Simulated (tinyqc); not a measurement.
Changing the fraction x of B: cluster expansion of a binary alloy: correlations, fit, cross-validation and ground states. Computed by tinyqc, a small Python program. Command: `OMP_NUM_THREADS=1 python tinyqc.py 3014741 3014742 out.jsonl clex sweep`. One thread of a shared host (Intel(R) Xeon(R) Processor @ 2.30GHz), about 0.03 s of CPU time with the checks.

s = +1 for A and -1 for B. Energy per site E = J0 + J1 P(point) + sum over clusters of m V P, with P the mean product of spins; V > 0 on a pair favours unlike neighbours. Clusters per site m: pair 1 6, pair 2 3, pair 3 12, triplet 8; the triplet is the triangle of first neighbours. Formation energies are counted from the line between pure A and pure B, which removes J0 and J1.

Inputs (values chosen for the exercise, for a model alloy):
```
quantity                    value  unit
first-pair interaction V1    10.8   meV
second-pair interaction V2    4.4   meV
third-pair interaction V3    -1.1   meV
triplet interaction Vt       -1.2   meV
temperature T                 920     K
```

Lattice: fcc.

Constants: k_B = 8.617333262e-05 eV/K.

Method. Random alloy: P(pair) = p^2, P(triplet) = p^3, p = 1 - 2x, so H_mix = (p^2 - 1) sum m V(pairs) + (p^3 - p) m Vt; G_mix = H_mix + k_B T [x ln x + (1 - x) ln(1 - x)]. To first order in 1/T the Warren-Cowley parameter of shell 1 is alpha_1 = -(1 - p^2) V_eff/(k_B T), V_eff = V1 + (number of triplets on a first-neighbour bond) p Vt, that number being 4.

One run for each value:
```
fraction x of B  mixing enthalpy H_mix (meV/site)  mixing free energy G_mix (meV/site)   alpha_1
0.05                                     -10.6704                               -26.41  -0.01553
0.15                                     -29.6208                               -63.13  -0.04786
0.25                                     -45.0000                               -89.58  -0.07947
0.35                                     -56.3472                              -107.68  -0.10744
0.45                                     -63.2016                              -117.76  -0.12887
0.55                                     -65.1024                              -119.66  -0.14086
0.65                                     -61.5888                              -112.92  -0.14050
0.75                                     -52.2000                               -96.78  -0.12487
0.85                                     -36.4752                               -69.99  -0.09109
0.95                                     -13.9536                               -29.69  -0.03624
```

Over the rows, mixing enthalpy H_mix (meV/site) goes from -10.7 through a minimum among these rows, -65.1 at 0.550, to -14.0; mixing free energy G_mix (meV/site) goes from -26.4 through a minimum among these rows, -120 at 0.550, to -29.7; alpha_1 goes from -0.0155 through a minimum among these rows, -0.141 at 0.550, to -0.0362. Pairs alone give a parabola symmetric about x = 1/2; the triplet tilts it, and H_mix(0.25) - H_mix(0.75) = 7.20 meV.

Extremes, crossings and ranges named in words are read from the listed rows.
